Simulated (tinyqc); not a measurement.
Inside a calculation. Model: rigid-ion and shell models of the dielectric response of an ionic crystal. Computed by tinyqc, a small Python program that keeps every step. Command: `OMP_NUM_THREADS=1 python tinyqc.py 3007813 3007814 out.jsonl shell walk`. One thread of a shared host (Intel(R) Xeon(R) Processor @ 2.30GHz), about 0.01 s of CPU time with the checks. Intermediate numbers are printed to about 7 digits and carried at full precision; extremes and crossings named in words are read from the listed rows.

Charges +Z and -Z; 6 nearest neighbours, Madelung constant M = 1.747565, volume per ion pair Omega = 2.000000 d^3. Energy per pair U = -M Z^2 e2/d + 6 A exp(-d/rho), e2 = e^2/(4 pi eps_0). In the shell model the anion is a core of charge Y - Z and a massless shell of charge -Y, joined by the spring k; the repulsion acts on the shell. Each ion feels the Lorentz field E + (4 pi/3) P (Gaussian units).

Inputs (values chosen for the exercise, for a model crystal):

| quantity | value | unit |
|---|---|---|
| nearest-neighbour distance d | 3.17 | angstrom |
| ionic charge Z | 1 | e |
| hardness d/rho | 10.5 | - |
| cation mass | 76 | u |
| anion mass | 35.45 | u |
| shell charge size Y | 2.17 | e |
| core-shell spring k | 19.3 | eV/angstrom^2 |
| cation polarisability alpha_+ | 1.2 | angstrom^3 |
| film thickness t | 3.1 | nm |

Structure: rock salt.

Constants: e^2/(4 pi eps_0) = 14.39964548 eV angstrom; 1 eV/angstrom^3 = 160.2176634 GPa; nu for 1 eV/(angstrom^2 u) = 15.6333042 THz; 1 THz = 33.35640952 1/cm; eps_0 = 8.8541878128e-12 F/m; h x 1 THz = 4.135667696 meV.

## Equilibrium, bulk modulus and repulsive spring

Zero pressure fixes 6 A exp(-d/rho) = M Z^2 e2 rho/d^2. Then U = -(M Z^2 e2/d)(1 - rho/d), B = M Z^2 e2 (d/rho - 2)/(9 Omega d), and the spring of one sublattice against the other is R = (1/3) x (Laplacian of the repulsion summed over neighbours) = M Z^2 e2 (d/rho - 2)/(3 d^3), so R = 3 B Omega/d^2.

volume Omega = 63.71003 angstrom^3

lattice energy U = -7.182244 eV/pair

bulk modulus B = 18.85406 GPa

repulsive spring R = 2.238232 eV/angstrom^2

## Rigid ions

With C = 4 pi Z^2 e2/(3 Omega): mu lambda_TO = R - C, mu lambda_LO = R + 2 C; eps_inf = 1 and eps_s = lambda_LO/lambda_TO. lambda in eV/(angstrom^2 u) gives the wavenumber 15.6333042 x 33.35640952 x sqrt(lambda); mu is the reduced mass.

Coulomb spring C = 0.9467441 eV/angstrom^2

omega_TO, rigid ions = 120.5314 1/cm

omega_LO, rigid ions = 215.5860 1/cm

eps_s, rigid ions = 3.199195

## Shell model: electronic response

Eliminating the shell gives the anion polarisability alpha_- = Y^2 e2/(k + R), the Szigeti charge Z_S = Z - Y R/(k + R) and the softened spring R' = k R/(k + R). With b = 4 pi (alpha_+ + alpha_-)/(3 Omega): eps_inf = (1 + 2b)/(1 - b) (Clausius-Mossotti); Born charge Z* = Z_S (eps_inf + 2)/3.

anion polarisability alpha_- = 3.148192 angstrom^3

Szigeti charge Z_S = 0.7744958 e

softened spring R' = 2.005637 eV/angstrom^2

b = 0.2858838

eps_inf = 2.200997

Born charge Z* = 1.084551 e

Overlap pushes the shell back and lowers the effective charge to 77 % of Z; the local field then raises the Born charge to 108 % of Z.

## Shell model: lattice response

mu lambda_TO = R' - (4 pi e2/(3 Omega)) Z_S^2/(1 - b); mu lambda_LO = mu lambda_TO + 4 pi e2 Z*^2/(eps_inf Omega); eps_s = eps_inf lambda_LO/lambda_TO.

mu lambda_TO = 1.210390 eV/angstrom^2

omega_TO = 116.6858 1/cm

omega_LO = 175.1855 1/cm

eps_s = 4.961122

share of R' left after the dipole term = 0.6034942

The dipole field cancels 40 % of the short-range spring.

## As a gate dielectric

Capacitance per area eps_0 eps_s/t; equivalent oxide thickness EOT = t x 3.9/eps_s; the surface optical mode against silicon (eps = 11.7) lies at omega_TO sqrt[(eps_s + 11.7)/(eps_inf + 11.7)], and its squared coupling to channel electrons scales as g = hbar omega_SO [1/(11.7 + eps_inf) - 1/(11.7 + eps_s)], with hbar omega = h c x wavenumber.

capacitance per area = 14.16991 fF/micrometre^2

equivalent oxide thickness = 2.436949 nm

surface optical mode = 127.7459 1/cm

remote-phonon coupling g = 0.1887522 meV

## From rigid to soft shells

The formulas are those given above.

Response against the core-shell spring:

| k (eV/angstrom^2) | eps_inf | Z_S | Z* | omega_TO (1/cm) | omega_LO (1/cm) | eps_s |
|---|---|---|---|---|---|---|
| 15 | 2.528409 | 0.7182447 | 1.084169 | 116.6857 | 168.7259 | 5.286589 |
| 19 | 2.218268 | 0.7713104 | 1.084531 | 116.6858 | 174.8039 | 4.978290 |
| 25 | 1.960756 | 0.8216858 | 1.084832 | 116.6858 | 181.0854 | 4.722309 |
| 35 | 1.743525 | 0.8695705 | 1.085086 | 116.6859 | 187.5934 | 4.506370 |
| 50 | 1.589545 | 0.9070228 | 1.085266 | 116.6859 | 193.1041 | 4.353305 |
| 77 | 1.468848 | 0.9387043 | 1.085408 | 116.6859 | 198.0938 | 4.233326 |
| 150 | 1.363912 | 0.9680963 | 1.085530 | 116.6859 | 203.0245 | 4.129014 |
| 580 | 1.284267 | 0.9916581 | 1.085623 | 116.6859 | 207.2096 | 4.049843 |

From the stiffest to the softest shell eps_inf rises from 1.28 to 2.53 and Z_S falls from 0.99 to 0.72; omega_LO moves by -19 % and omega_TO by 0.0 %. Screening by eps_inf cuts the LO frequency, which rigid ions overstate (rigid ions: 216 per cm); eps_s goes from 4.05 to 5.29.

Checks made by the program: TO spring by direct elimination of the shell from the 2 x 2 energy matrix (relative difference below 1e-10); Szigeti's relation mu lambda_TO (eps_s + 2)/(eps_inf + 2) = R' (relative difference below 1e-10).
